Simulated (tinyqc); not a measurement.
Worked calculation: Luttinger-Kohn k.p, four valence bands. One step of it, computed by the program tinyqc.

Problem. Bloch Hamiltonian at k. P = c g1 k^2, Q = c g2 (kx^2 + ky^2 - 2 kz^2), R = c sqrt3 [-g2 (kx^2 - ky^2) + 2i g3 kx ky], S = 2 c sqrt3 g3 (kx - i ky) kz, c = hbar^2/2m = 3.809982 eV angstrom^2; rows [P+Q, -S, R, 0], [-S*, P-Q, 0, R], [R*, 0, P-Q, S], [0, R*, S*, P+Q]. The path ends lie at |k| = 0.06 1/angstrom.

Luttinger parameters chosen for this model; energies are counted downward from the top of the valence band:
```
parameter     value  unit
g1         6.360000
g2         1.880000
g3         2.800000
```

k point k (1/angstrom): [-0.043000, 0.008000, -0.035000]

Give: H(k) at k.

Solution.

H(k) at k (eV), order 3/2, 1/2, -1/2, -3/2:
$$\begin{pmatrix}
0.0722 & -0.0556-0.0103i & -0.0221-0.0127i & 0.0000 \\
-0.0556+0.0103i & 0.0799 & 0.0000 & -0.0221-0.0127i \\
-0.0221+0.0127i & 0.0000 & 0.0799 & 0.0556+0.0103i \\
0.0000 & -0.0221+0.0127i & 0.0556-0.0103i & 0.0722
\end{pmatrix}$$
